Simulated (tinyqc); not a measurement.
Electron continuity equation in a given potential, Scharfetter-Gummel discretisation: one step of the calculation.

Steady state in one dimension: J = q mu n E + q D dn/dx with E = -dpsi/dx and D = mu Vt, dJ/dx = q (n/tau - G), fixed densities nL and nR at the ends. The potential is given, psi = U x/L, and is not changed by the electrons.

Question. Tridiagonal system for the inner nodes. Row i (1 to 7): B(-d_(i-1)) n_(i-1) + b_i n_i + B(d_i) n_(i+1) = f_i with b_i = -B(-d_i) - B(d_(i-1)) - h^2/(D tau) and f_i = -G h^2/D; the known end values are moved to the right: f_1 loses B(-d_0) nL and f_7 loses B(d_7) nR. h = L/8, D = mu Vt.

Parameters, values chosen for the exercise; mobility close to that of silicon at room temperature:

| symbol | value | unit | meaning |
|---|---|---|---|
| T | 300 | K | temperature |
| mu | 1370 | cm^2/(V s) | electron mobility |
| L | 7.7 | um | length of the region |
| nL | 5.1e13 | cm^-3 | density at x = 0 |
| nR | 0 | cm^-3 | density at x = L |
| tau | 2.5e-9 | s | lifetime |
| G | 2e21 | cm^-3 s^-1 | uniform generation rate |

Constants: q = 1.602176634e-19 C, kB = 1.380649e-23 J/K, Vt = kB T/q. Results are converted to the units shown.

```
interval      B(d_i)    B(-d_i)
0         0.64468780  1.4666745
1         0.64468780  1.4666745
2         0.64468780  1.4666745
3         0.64468780  1.4666745
4         0.64468780  1.4666745
5         0.64468780  1.4666745
6         0.64468780  1.4666745
7         0.64468780  1.4666745
```

Wanted: diagonal b; right side f.

Answer.

```
node  diagonal b  right side f (cm^-3)
1         -2.216             -7.532e13
2         -2.216             -5.231e11
3         -2.216             -5.231e11
4         -2.216             -5.231e11
5         -2.216             -5.231e11
6         -2.216             -5.231e11
7         -2.216             -5.231e11
```

Program tinyqc, `OMP_NUM_THREADS=1 python tinyqc.py 2220108 2220109 out.jsonl`; Intel Xeon 2.30GHz, shared host, one thread, about 0.01 s.
